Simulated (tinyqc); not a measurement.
# Worked calculation: single-junction solar cell, detailed-balance limit

Program tinyqc, `OMP_NUM_THREADS=1 python tinyqc.py 2820111 2820112 out.jsonl`; Intel Xeon 2.30GHz, shared host, one thread, about 0.01 s. Printed values are rounded.

Every photon above the gap Eg makes one pair and none below is absorbed; carriers thermalise at T and move without loss. Jsc = q fs X Phi(Eg, Ts); the dark current is J0 = q ge Phi(Eg, T)/ERE with the Boltzmann factor exp(V/Vt). The efficiency is the electrical power over fs X sigma Ts^4.

Inputs (values chosen for the exercise): cell temperature T = 300 K; temperature of the black-body sun Ts = 7000 K; share of the hemisphere filled by the sun fs = 2.16e-5; concentration X = 10; external radiative efficiency ERE = 0.01; number of faces that emit ge = 2; band gap Eg = 1.61 eV.

Constants: q = 1.602176634e-19 C, kB = 1.380649e-23 J/K, h = 6.62607015e-34 J s, c = 299792458 m/s, Vt = kB T/q. Results are converted to the units shown.

## Photon flux of the source, term by term

Photon flux above E from a black body at temperature T into a hemisphere: Phi(E, T) = A sum_k exp(-k E/th)[E^2 th/k + 2 E th^2/k^2 + 2 th^3/k^3], k = 1, 2, ..., with th = kB T/q in eV and A = 2 pi q^3/(h^3 c^2). The first six terms at E = Eg, T = Ts are listed; the flux takes all.

th = 0.603213 eV
A = 9.88329e22 cm^-2 s^-1 eV^-3
terms k = 1..6 (eV^3): [0.220033, 0.00542774, 2.22379e-4, 1.08745e-5, 5.81134e-7, 3.27482e-8]
Phi(Eg, Ts) = 2.23060e22 cm^-2 s^-1

The first term, the Boltzmann limit, holds 97.5 % of the flux.

## Photocurrent, dark current and incident power

Photon flux above E from a black body at temperature T into a hemisphere: Phi(E, T) = A sum_k exp(-k E/th)[E^2 th/k + 2 E th^2/k^2 + 2 th^3/k^3], k = 1, 2, ..., with th = kB T/q in eV and A = 2 pi q^3/(h^3 c^2). Jsc = q fs X Phi(Eg, Ts), J0 = q ge Phi(Eg, T)/ERE. Pin = fs X sigma Ts^4, sigma = 2 pi^5 kB^4/(15 h^3 c^2).

Jsc = 771.946 mA/cm^2
J0 = 1.96754e-19 mA/cm^2
Pin = 2940.75 mW/cm^2

## Iteration 1: maximum power point by Newton steps

v at the start = 49.72

With v = V/Vt the power is largest where f = (1 + v) exp(v) - 1 - Jsc/J0 vanishes; f' = (2 + v) exp(v), v(new) = v - f/f'.

f = 1.94824e23
f' = 2.02666e23
v after iteration 1 = 48.7587

## Iteration 2: maximum power point by Newton steps

As before.

f = 7.06357e22
f' = 7.60575e22
v after iteration 2 = 47.8300

## Course of the iteration: maximum power point by Newton steps

Stop when v changes by less than 1e-10, or after 40 iterations.

Course of the iteration:
```
iteration        v  |change|
1          48.7587     0.961
2          47.8300     0.929
3          46.9831     0.847
4          46.3191     0.664
5          45.9612     0.358
6          45.8776    0.0837
7          45.8738   3.78e-3
8          45.8738   7.33e-6
9          45.8738  2.74e-11
```

Converged in 9 iterations. At the end the number of correct digits about doubles with each step.

## Voltages, fill factor and efficiency

v = 45.8738

Voc = Vt ln(1 + Jsc/J0), Vmp = v Vt, Jmp = Jsc - J0 (exp(v) - 1), FF = Vmp Jmp/(Voc Jsc), efficiency Vmp Jmp/Pin.

Voc = 1.28539 V
Eg/q - Voc = 0.324606 V
Vmp = 1.18593 V
Jmp = 755.477 mA/cm^2
FF = 0.902936
efficiency = 30.4665 %

Of the voltage deficit, Vt ln(1/ERE) = 119 mV is due to non-radiative recombination.
